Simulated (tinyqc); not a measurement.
Sublattice potential against complex hopping: Haldane model. Computed by the program tinyqc. H_AA = delta - 2 t2 sum cos(k.b + phi), H_BB = -delta - 2 t2 sum cos(k.b - phi), H_AB = -t1 (1 + exp(-i k.a1) + exp(-i k.a2)), b = a1, a2 - a1, -a2, m = 3 sqrt3 t2 sin(phi); the sign of the Chern number follows the orientation k1 then k2.

Honeycomb lattice:
```
parameter     value
t1 (eV)    1.880000
t2 (eV)    0.350000
phi (rad)  0.510000
```

Gaps at the two valleys (eV) and Chern number of the lower band (12 x 12 mesh):
```
delta    gap 2|delta - m|  gap 2|delta + m|  Chern number
-1.5980            4.9717            1.4203             0
-1.1540            4.0837            0.5323             0
-0.5330            2.8417            0.7097            -1
0.0000             1.7757            1.7757            -1
0.3550             1.0657            2.4857            -1
0.6660             0.4437            3.1077            -1
1.1100             0.4443            3.9957             0
1.7760             1.7763            5.3277             0
```

What does the comparison show, and why?

Here |m| = 0.8878 eV. For |delta| < |m| the two valleys have masses of opposite sign and the Chern number is +/-1; one gap closes at |delta| = |m|, and beyond it the band is trivial.
